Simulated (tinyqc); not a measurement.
# MESFET, gradual channel with velocity saturation: two studies

A uniformly doped n-type channel, depleted from the top by a Schottky gate; at channel potential V the depleted share of a is u = sqrt((Vbi - Vg + V)/Vp), s at the source. Electrons drift with v = mu E/(1 + mu E/vsat). Abrupt depletion edge, no series resistance, source at 0.

Parameters, values chosen for the exercise; material values close to those of gallium arsenide:
- T = 325 K (temperature)
- eps_r = 12.8 (relative permittivity of the semiconductor)
- Nc = 5.05e17 cm^-3 (conduction-band density of states at T)
- Nd = 4.5e16 cm^-3 (donor density of the channel)
- a = 220 nm (channel thickness)
- mu = 4200 cm^2/(V s) (low-field mobility at this doping)
- vsat = 9.5e6 cm/s (saturation velocity)
- L = 5 um (gate length)
- W = 200 um (gate width)
- phiB = 0.65 V (Schottky barrier)
- Vg = -0.6 V (gate voltage)

Constants: q = 1.602176634e-19 C, kB = 1.380649e-23 J/K, Vt = kB T/q, eps0 = 8.8541878128e-14 F/cm where lengths are in cm. Results are converted to the units shown.

Each table varies one quantity; the others keep the values above.

## Output curve

Vbi = phiB - Vt ln(Nc/Nd); Vp = q Nd a^2/(2 eps0 eps_r); G0 = q mu Nd a W/L; Z = mu Vp/(vsat L); s = sqrt((Vbi - Vg)/Vp). I = (G0 Vp/3) F/(1 + Z (u^2 - s^2)), F = 3 (u^2 - s^2) - 2 (u^3 - s^3), with u at V = Vd; Z = 0 gives constant mobility, for which u stops at 1. The current peaks at u = um, the root of (1 - u)(1 + Z (u^2 - s^2)) = Z F/3; beyond Vdsat = Vp (um^2 - s^2) it is held at that value.

Output curve:
```
Vd (V)  u (at most 1)  I for Z = 0 (mA)  I (mA)
0.06           0.8983            0.1801  0.1710
0.1            0.9126            0.2808  0.2580
0.15           0.9303            0.3854  0.3403
0.19           0.9441            0.4524  0.3873
0.23           0.9578            0.5046  0.4193
0.28           0.9746            0.5496  0.4405
0.32           0.9878            0.5696  0.4442
0.37            1.000            0.5756  0.4442
0.41            1.000            0.5756  0.4442
```

Read the table: what changes, and by how much?

With constant mobility the current rises from 0.180 to 0.576 mA and saturates at pinch-off, Vd = 0.357 V; with Z = 1.36 it saturates at 0.312 V and 0.444 mA. The two differ by 5.0 % in the first row and 23 % in the last. In every row the open channel at the source, (1 - s) a, is under two Debye lengths, so the abrupt edge is rough.

## Effect of the gate length on saturation

Same model as above.

gm = G0 (um - s)/(1 + Z (um^2 - s^2)).

Effect of the gate length on saturation:
```
L (um)        Z       um  Vdsat (V)  Isat (mA)  Isat for Z = 0 (mA)  gm (mS)
0.1      68.062  0.91403    0.10390     2.5908               28.782   8.9792
0.21     32.411  0.92667    0.13971     2.2100               13.706   8.1025
0.45     15.125  0.94179    0.18322     1.7541               6.3960   6.9217
0.97     7.0167  0.95786    0.23021     1.2699               2.9672   5.4646
2.1      3.2411  0.97267    0.27423    0.82352               1.3706   3.8751
4.4      1.5469  0.98373    0.30752    0.49039              0.65413   2.4843
9.4     0.72406  0.99125    0.33041    0.26357              0.30619   1.4098
20      0.34031  0.99557    0.34360    0.13356              0.14391  0.73823
```

What does the comparison show, and why?

As L goes from 0.1 to 20 um, Vdsat rises from 0.104 to 0.344 V, Isat falls from 2.59 to 0.134 mA and gm falls from 8.98 to 0.738 mS. Isat is 0.0900 of the constant-mobility value in the first row and 0.928 in the last. Isat goes as L^(-0.21) between the first two rows and as L^(-0.90) between the last two; constant mobility gives 1/L, and short gates gain less because the velocity is capped. For L = 0.1 to 0.21 um the gate is shorter than 2 a, outside the gradual-channel approximation. In every row the open channel at the source, (1 - s) a, is under two Debye lengths, so the abrupt edge is rough.

tinyqc, about 0.06 s, one thread, Intel Xeon 2.30GHz (shared host): `OMP_NUM_THREADS=1 python tinyqc.py 2500108 2500109 out.jsonl`
